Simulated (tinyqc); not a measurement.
Inside a calculation. Method: ROHF in the 3-21g basis, for H2, spin multiplicity 3. One step of it, computed by the program tinyqc.

Problem. Orthogonalisation. S = U s U^T; symmetric (Loewdin) form X = U s^(-1/2) U^T, so that X^T S X = 1.

overlap S, lower triangle:
```
,1H 1s,1H 2s,2H 1s,2H 2s
1H 1s,1.000000
1H 2s,0.645899,1.000000
2H 1s,0.425357,0.488914,1.000000
2H 2s,0.488914,0.844825,0.645899,1.000000
```

Give: eigenvalues of S; X.

Solution.

eigenvalues of S: 0.103  0.481  0.627  2.789

X, lower triangle:
```
,1H 1s,1H 2s,2H 1s,2H 2s
1H 1s,1.272
1H 2s,-0.485,1.938
2H 1s,-0.175,0.070,1.272
2H 2s,0.070,-0.994,-0.485,1.938
```
